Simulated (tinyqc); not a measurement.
# Bias-temperature instability, empirical power law with universal recovery: effects of single changes

Threshold-voltage shift at the end of a stress: dV = A (V/V0)^g exp[-(Ea q/kB)(1/T - 1/T0)] (t/1 s)^n. After a delay tr the permanent share pp stays and the rest falls by r = 1/(1 + B (tr/t)^be). An empirical model: its parameters are fits, not properties.

Inputs (values chosen for the exercise):
```
symbol  value  unit                                  meaning
V0        1.3     V                 reference stress voltage
T0        373     K                    reference temperature
A          12    mV             shift after 1 s at V0 and T0
n        0.18                                  time exponent
g         4.7                               voltage exponent
Ea        0.1    eV  apparent activation energy of the shift
pp       0.32                                permanent share
B         5.9                                 recovery scale
be        0.2                            recovery dispersion
V        1.02     V                              use voltage
T         328     K                          use temperature
dc         30    mV                        failure criterion
ts       1000     s                              stress time
```

Constants: q = 1.602176634e-19 C, kB = 1.380649e-23 J/K. Results are converted to the units shown.

Each table varies one quantity; the others keep the values above.

## Effect of the time exponent at a fixed measured point

The lifetime solves dV = dc; ten years are 3.15576e8 s. A is rescaled so that the shift at ts, V0 and T0 stays the same.

Effect of the time exponent at a fixed measured point:
```
nx	A (mV)	shift after ten years (mV)	lifetime (years)
0.1	20.85	30.80	7.676
0.125	17.55	42.28	0.6431
0.15	14.76	58.02	0.1231
0.175	12.42	79.62	0.03781
0.2	10.45	109.3	0.01560
0.225	8.794	150.0	0.007832
0.25	7.399	205.8	0.004514
0.275	6.226	282.5	0.002876
0.3	5.238	387.6	0.001975
```

What does the table show?

The ten-year shift rises from 30.8 to 388 mV and the lifetime falls from 7.68 to 0.00198 years: an error of 0.025 in the exponent changes the shift by a factor of 1.37 over the 5.50 decades from ts to ten years.

## Effect of the measurement delay

Same model as above.

At V0 and T0. The apparent n comes from the measured shifts at ts/100 and ts, and the projection extends that line from ts to ten years (3.15576e8 s).

The same in every row: true shift (mV) = 406.46.

Effect of the measurement delay:
```
tr (s)	share left at ts	apparent n	projected shift (mV)
1e-6	0.94185	0.19707	475.18
1e-5	0.91223	0.20433	504.58
0.0001	0.87066	0.21307	537.92
0.001	0.81553	0.22223	565.82
0.01	0.74767	0.22997	572.19
0.1	0.67141	0.23422	542.20
1	0.59397	0.23363	476.10
10	0.52306	0.22840	392.40
```

Read the table: what changes, and by how much?

The share left falls from 0.942 to 0.523 and the apparent n goes from 0.197 through a maximum of 0.234 (at tr = 0.1 s among the rows listed) to 0.228. The projection is 17 % above the true ten-year shift in the first row and 3.5 % below it in the last: a lower start and a steeper slope work against each other.

Computed by the program tinyqc: `OMP_NUM_THREADS=1 python tinyqc.py 2070079 2070080 out.jsonl`, one thread of a shared Intel Xeon 2.30GHz, about 0.01 s for the whole run.
